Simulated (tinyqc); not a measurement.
# Changing the total dopant density N

Model: dopants and charged point defects at anneal temperature: Fermi-level effect, clustering and pairing. Computed by tinyqc, a small Python program. Command: `OMP_NUM_THREADS=1 python tinyqc.py 3009761 3009762 out.jsonl pairing sweep`. One thread of a shared host (Intel(R) Xeon(R) Processor @ 2.30GHz), about 0.04 s of CPU time with the checks.

Boltzmann statistics and full ionisation of active dopants. Energies are counted from the valence band; the defect (a vacancy or self-interstitial) has five charge states, with all degeneracy factors one.

Inputs (values chosen for the exercise, with bands modelled on InP):
```
quantity                                         value    unit
gap at 0 K E_g0                                   1.44      eV
Varshni alpha                                 0.000374    eV/K
Varshni beta                                       166       K
electron mass m_e                               0.0807     m_0
valleys M_c                                          1       -
hole mass m_h                                    0.612     m_0
anneal temperature T                               930       K
formation enthalpy of the neutral defect H_f       3.2      eV
formation entropy S_f                              6.3     k_B
site density N_s                               2.9e+22   cm^-3
intrinsic dopant diffusivity D_i               1.3e-14  cm^2/s
anneal time t                                      400       s
dopant atoms per cluster k                           3       -
cluster binding energy E_b                        1.24      eV
```

Dopant: donor. Second part: clustering of the dopant.

defect levels as fractions of E_g(T): (2+/+), (+/0), (0/-), (-/2-): 0.2  0.063  0.6  0.77

Constants: m_0 = 9.1093837015e-31 kg; k_B = 1.380649e-23 J/K; h = 6.62607015e-34 J s; k_B = 8.617333262e-05 eV/K.

Method:
- E_g = E_g0 - alpha T^2/(T + beta).
- N_c = 2 M_c (2 pi m_e k_B T/h^2)^(3/2) and N_v = 2 (2 pi m_h k_B T/h^2)^(3/2), masses in units of m_0.
- n_i = sqrt(N_c N_v) exp(-E_g/2 k_B T); E_i = E_g/2 + (k_B T/2) ln(N_v/N_c).
- n = A/2 + sqrt(A^2/4 + n_i^2) for an active density A.
- k ionised dopants and k carriers form one neutral cluster: C = N_s (A/N_s)^k (n/N_b)^k exp(E_b/k_B T), N_b the effective density of states of the majority band, and N = A + k C (60 bisections in ln A between ln N - 90 and ln N).
- chi = n/n_i (for acceptors n_i/p); E_F = E_i + k_B T ln chi; field enhancement h = 1 + A/sqrt(A^2 + 4 n_i^2).
- C_0 = N_s exp(S_f/k_B) exp(-H_f/k_B T). Ratios to the neutral state at E_F = E_i: r_+ = exp((E(+/0) - E_i)/k_B T), r_2+ = r_+ exp((E(2+/+) - E_i)/k_B T), r_- = exp((E_i - E(0/-))/k_B T), r_2- = r_- exp((E_i - E(-/2-))/k_B T); at other E_F state q scales as chi^(-q). The enhancement is sum r_q chi^(-q)/sum r_q. The charge on the defects is left out of neutrality.
- If every charge state of the defect carries the dopant equally well, D = D_i x enhancement x h x (active share A/N, a rough stand-in that overstates the dA/dN which immobile clusters call for), D_i being an input held fixed when T or H_f is moved; diffusion length 2 sqrt(D t).

One run for each value:
```
total dopant density N (cm^-3)  active density A (cm^-3)  enhancement over intrinsic       D/D_i  E_F (eV)  mean charge (e)
1.00e+17                                      1.0000e+17                  8.7241e+00  1.7232e+01    0.8696          -1.3868
3.00e+17                                      3.0000e+17                  4.7323e+01  9.4511e+01    0.9568          -1.7024
9.00e+17                                      8.9968e+17                  3.4217e+02  6.8399e+02    1.0447          -1.8820
3.00e+18                                      2.7427e+18                  2.9290e+03  5.3556e+03    1.1340          -1.9586
8.00e+18                                      4.2808e+18                  7.0293e+03  7.5228e+03    1.1697          -1.9732
2.00e+19                                      5.3780e+18                  1.1034e+04  5.9338e+03    1.1880          -1.9785
7.00e+19                                      6.8628e+18                  1.7884e+04  3.5066e+03    1.2075          -1.9831
2.00e+20                                      8.2587e+18                  2.5824e+04  2.1327e+03    1.2224          -1.9859
7.00e+20                                      1.0223e+19                  3.9462e+04  1.1526e+03    1.2395          -1.9886
2.00e+21                                      1.2195e+19                  5.6053e+04  6.8357e+02    1.2536          -1.9904
```

Over the rows, active density A (cm^-3) rises from 1.00e17 to 1.22e19 (exponent d ln y / d ln x 1.00 between the first rows and 0.17 between the last); enhancement over intrinsic rises from 8.72 to 56100 (exponent d ln y / d ln x 1.5 between the first rows and 0.33 between the last); D/D_i goes from 17.2 through a maximum among these rows, 7520 at 8.00e18, to 684. At the low end the exponent of active density A is 1.00, close to 1: no clustering. Once clusters hold most of the dopant and A exceeds n_i, the exponent of A tends to 1/(2k) = 0.167; between the last rows it is 0.168.

Caution (rows 9.00e17, 3.00e18, 8.00e18, 2.00e19, 7.00e19, 2.00e20, 7.00e20, 2.00e21): so large an enhancement assumes that highly charged defects carry the dopant as well as neutral ones; measured enhancements are far smaller. Caution (rows 8.00e18, 2.00e19, 7.00e19, 2.00e20, 7.00e20, 2.00e21): the carrier density exceeds the effective density of states, where Boltzmann statistics understate the shift of E_F and so the density of charged defects (gap narrowing, also left out, works the other way).

Extremes, crossings and ranges named in words are read from the listed rows.
